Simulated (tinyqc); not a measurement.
Comparisons within one model: heavy doping: gap narrowing, degeneracy and the minority density. A value that a table varies takes the place of the one given here.

F_j(eta) = (1/Gamma(j + 1)) integral_0^infinity x^j dx/(1 + exp(x - eta)), which tends to exp(eta) for eta << 0.

Empirical narrowing (Slotboom form, constants chosen for the exercise; published fits of this form give the apparent narrowing, here it is taken as the true one): dEg = E0 [ln(N/N0) + sqrt(ln(N/N0)^2 + C)].

Majority: N = Nv F_1/2(eta), eta the distance of EF beyond the majority band edge in kT. Degeneracy factor gam = F_1/2(eta)/exp(eta). ni0^2 = Nc Nv exp(-Eg/kT); product n p = ni0^2 gam exp(dEg/kT), dEg the true narrowing; apparent narrowing dEa = dEg + kT ln gam; minority density = n p/N.

Bipolar transistor with N as emitter doping: beta = K (N/NB) exp((dEa_B + dG - dEa_E)/kT), dEa_E = dEg(N) + kT ln gam, dEa_B = dEg(NB). For the sweep in T, Nv is scaled as (T/T0)^(3/2) from its value at T0 = T.

Constants: kB = 8.617333262e-05 eV/K.

Values chosen for the exercise (gap and densities of states near those of Si at this temperature; narrowing constants near the fits for Si; not measured data):
```
symbol  value     unit    meaning
Eg      1.119     eV      gap
Nc      2.62e+19  1/cm^3  conduction-band density of states
Nv      1.06e+19  1/cm^3  valence-band density of states
T       300       K
E0      7.62      meV     narrowing scale
N0      8.9e+16   1/cm^3  onset density
C       0.5               smoothing constant
N       1.3e+18   1/cm^3  ionised acceptors, equal to the majority density
NB      4e+17     1/cm^3  base doping
K       3.4               ratio (D_B W_E)/(D_E W_B)
dG      80        meV     extra narrowing of the base by alloying
```

## Narrowing against degeneracy

N takes the values listed; the last column is N over the factor gam exp(dEg/kT), the doping that a simple model would need to give the same minority density.

Results:
```
N (1/cm^3)    eta      gam  dEg (meV)  dEa (meV)  minority (1/cm^3)  effective doping (1/cm^3)
3.0e+16     -5.87    0.999        1.6        1.6           1.57e+03                   2.82e+16
1.0e+17     -4.66    0.997        6.3        6.3                563                   7.85e+16
3.0e+17     -3.55    0.990       20.0       19.7                316                   1.40e+17
1.0e+18     -2.33    0.967       37.6       36.8                183                   2.41e+17
3.0e+18     -1.16    0.905       54.1       51.6                108                   4.08e+17
1.0e+19      0.27    0.719       72.4       63.8               52.2                   8.46e+17
3.0e+19      2.00    0.381       89.0       64.1               17.6                   2.51e+18
8.0e+19      4.46   0.0873      103.9       40.9               2.69                   1.64e+19
2.0e+20      8.47  0.00395      117.9      -25.2             0.0834                   5.30e+20
```

dEg grows steadily to 117.9 meV, while the apparent value peaks at 64.1 meV for N = 3e+19 and falls to -25.2 meV as the Fermi level enters the band (a negative value is not met in measurements: parabolic bands with a fixed mass overstate the filling). N grows by a factor 33 from the third to the sixth row and the effective doping by 6.0: net of degeneracy, narrowing takes away 82 % of the factor gained by heavier doping.

## Current gain against temperature

Gain:
```
T (K)      beta  beta with dG = 0  without narrowing
150    1.58e+03              3.23               11.1
200         451              4.34               11.1
250         213              5.20               11.1
300         130              5.87               11.1
350        91.0              6.41               11.1
400        69.8              6.85               11.1
450        56.8              7.21               11.1
```

dEa_B + dG - dEa_E at T0 = 63.7 meV

beta is 1.58e+03 at 150 K and 56.8 at 450 K, since the net exponent is positive: the gap is narrower in the base. At 300 K narrowing and degeneracy change the gain by a factor 0.532 and alloying the base by 22.1.

## What moves the minority density and the gain

All results formed anew. Each row changes one parameter from the base and keeps the others.

Results:
```
case                  dEg (meV)  dEa (meV)  minority (1/cm^3)  beta
base                      41.56      40.45                162   130
N = 2.6e+18 1/cm^3        51.99      49.75                116   181
E0 = 9.144 meV            49.88      48.76                224   113
N0 = 1.78e+17 1/cm^3      31.23      30.11                109   133
Eg = 1.139 eV             41.56      40.45               74.9   130
Nv = 1.38e+19 1/cm^3      41.56      40.70                214   128
NB = 8e+17 1/cm^3         41.56      40.45                162  96.2
```

The largest shifts from the base row, up to three for each result and ties (the steps differ in size, so this ranks the rows, not the parameters). dEg (meV): N +10.42, N0 -10.33, E0 +8.31; unchanged at the printed digits by Eg, Nv and NB. dEa (meV): N0 -10.33, N +9.31, E0 +8.31; unchanged at the printed digits by Eg and NB. minority (1/cm^3): Eg -87.5, E0 +61.6, N0 -53.5; unchanged at the printed digits by NB. beta: N +51.3, NB -33.5, E0 -16.4; unchanged at the printed digits by Eg.

tinyqc: `OMP_NUM_THREADS=1 python tinyqc.py 1650369 1650370 out.jsonl`; about 0.01 s, one thread, shared Intel(R) Xeon(R) Processor @ 2.30GHz.
